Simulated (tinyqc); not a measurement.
Worked calculation: lattice vibrations of a chain. One step of it, computed by the program tinyqc.

Problem. Dynamical matrix at q = 0.32. q is in units of 2 pi/a. A spring k from atom i to atom j, n cells on, adds k to Phi_ii and Phi_jj, -k exp(2 pi i q n) to Phi_ij and the conjugate to Phi_ji (for one atom a cell: 2k (1 - cos 2 pi q n)); D_ij = Phi_ij / sqrt(m_i m_j).

A chain moving along its axis:
```
atom                 mass (u)  spring to the next atom (eV/angstrom^2)
1                   12.400000                                28.300000
2                   59.800000                                 5.700000
3                    7.300000                                19.400000
4                  100.900000                                27.300000
second neighbours           -                                 2.600000
```

Give: D(q).

Solution.

D(q) (eV/(angstrom^2 u)), lower triangle (Hermitian):
```
               1              2       3      4
1          4.903
2         -1.039          0.656
3  -0.157-0.247i         -0.273   4.151
4   0.329-0.698i  -0.019-0.030i  -0.715  0.514
```
